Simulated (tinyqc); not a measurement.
An infinitely deep well in a field (quantum-confined Stark shift), Airy functions: one step of the calculation.

Hard walls at x = -L/2 and +L/2; between them U(x) = -F x (eV, zero at the centre). C = hbar^2/(2 m0), e = (C F^2/m1)^(1/3), z1 = (F L/2 - E)/e at the left wall and z2 = (-F L/2 - E)/e at the right wall. Levels are the roots of D(E) = Ai(z1) Bi(z2) - Ai(z2) Bi(z1).

Task. Secant step for the level. Secant step from the last two trial energies, E_a the older and E_b the newer: next = E_b - D(E_b) (E_b - E_a)/(D(E_b) - D(E_a)).

Inputs (values chosen for the exercise): mass m1 = 0.53 m0; well width L = 11 nm; field F = 0.00027 V/nm.

Constants: q = 1.602176634e-19 C, hbar = 1.054571817e-34 J s, m0 = 9.1093837015e-31 kg, hbar^2/(2 m0) = 0.0380998212 eV nm^2. Results are converted to the units shown.

second trial energy = 0.021 eV
third trial energy = 0.023341682 eV

Find: D(E_a); D(E_b); fourth trial energy.

Result.

D(E_a) = 0.030437
D(E_b) = 0.0013687
fourth trial energy = 0.023452 eV

Program tinyqc, `OMP_NUM_THREADS=1 python tinyqc.py 2580012 2580013 out.jsonl`; Intel Xeon 2.30GHz, shared host, one thread, about 0.02 s.
